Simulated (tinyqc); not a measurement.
Worked calculation: quantum-confined Stark effect in a modulator well. Values are carried at full precision from step to step, so a last printed digit may differ when a step is redone from the rounded ones.

Constants: hbar^2/2m0 = 3.80998211 eV angstrom^2; e^2/(4 pi eps0) = 14.39964547 eV angstrom; hc = 1239.841984 eV nm.

Inputs chosen for the exercise (near those of a Ge well in SiGe, direct gap; shifted at random, so the results belong to these values and not to a real crystal):
- L = 114 angstrom (well width)
- me = 0.0414 m0 (electron, well)
- mh = 0.21 m0 (heavy hole along z, well)
- F = 46 kV/cm (field)
- Vc = 0.398 eV (conduction offset)
- Vv = 0.105 eV (heavy-hole offset)
- meb = 0.0553 m0 (electron, barrier)
- mhb = 0.219 m0 (heavy hole, barrier)
- Eg = 0.824 eV (gap of the well)
- mp = 0.071 m0 (heavy hole in the plane)
- eps = 15.4 (dielectric constant)
- dE = 14 meV (operating point below the zero-field line)
- G = 6 meV (half width of the exciton line)

## Estimate for hard walls

Second order: each level moves by -C m (e F)^2 L^4/(2c), C = (15/pi^2 - 1)/(24 pi^2), c = hbar^2/2m0, 1 kV/cm = 1e-5 eV/angstrom. It holds while e F L is no more than about twice 3 c pi^2/(m L^2).

Estimate:
```
carrier     shift (meV)  e F L over the level spacing
electron          -0.43                          0.25
heavy hole        -2.16                          1.27
```

The hole, 5.1 times heavier, carries 84 % of the estimated shift; for hard walls second order errs by about 2 % at a ratio of 1 and 13 % at 3.

## Levels and envelopes

Envelopes on cells of 0.5 angstrom over the well |z| < L/2 and 45 angstrom of barrier on each side, psi = 0 beyond, psi'/m continuous (mean mass between points), c = hbar^2/2m0. The electron sees + e F z and the hole - e F z, each with its offset in the barriers; 1 kV/cm = 1e-5 eV/angstrom. Light holes, band mixing and escape by tunnelling are left out.

Ground levels, squared overlap and separation <z>_h - <z>_e without and with the field.

Results:
```
F (kV/cm)  E_e (meV)  E_h (meV)  overlap^2  separation (angstrom)
0              40.76       8.99      0.998                    0.0
46             39.46       4.03      0.773                   25.6
```

The electron level moves by -1.30 meV (3.0 times the hard-wall estimate, since it leaks into the barriers and sees a wider well) and the hole level by -4.95 meV (2.29 times).

## Exciton

Exciton: in-plane function exp(-rho/lam), 1/mu = 1/me + 1/mp, E(lam) = c/(mu lam^2) - (q/eps) times the integral over k of Fm(k)(1 + (k lam/2)^2)^(-3/2), Fm(k) the double integral of psi_e^2 psi_h^2 exp(-k |z - z'|), q = e^2/(4 pi eps0); binding Eb = -E at the minimum. Line at Eg + E_e + E_h - Eb, strength proportional to overlap^2/lam^2.

Minimise over lam without and with the field.

Results:
```
F (kV/cm)  lam (angstrom)  Eb (meV)  line (eV)      nm  overlap^2/lam^2 (1e-4/angstrom^2)
0                   225.4      3.95     0.8698  1425.4                             0.1965
46                  235.1      3.76     0.8637  1435.4                             0.1399
```

The weaker binding gives back 0.19 meV of the red shift, leaving 6.1 meV; the strength falls to 71 %.

## Contrast at the operating point

With a Gaussian line of half width G, the absorption at E_op = line(0) - dE is proportional to strength x exp(-ln2 ((E_op - line)/G)^2); continuum absorption is left out. Give it at both fields, relative to the zero-field peak.

E_op = 0.8558 eV
wavelength = 1448.8 nm

absorption without and with the field: 0.023  0.21

The field changes the absorption by +0.19 of the zero-field peak. With dE above 2G the Gaussian tail at zero field is weak; real tails fall only exponentially and absorb more.

## Checks

- Zero-field levels against the matching condition of the square well, meV: largest difference 4.8e-02.
- Slope d(E_e + E_h)/dF against minus the separation (Hellmann-Feynman), angstrom: both -25.6.

Program tinyqc; command `OMP_NUM_THREADS=1 python tinyqc.py 1251756 1251757 out.jsonl`; about 0.1 s on one thread of a shared Intel(R) Xeon(R) Processor @ 2.30GHz.
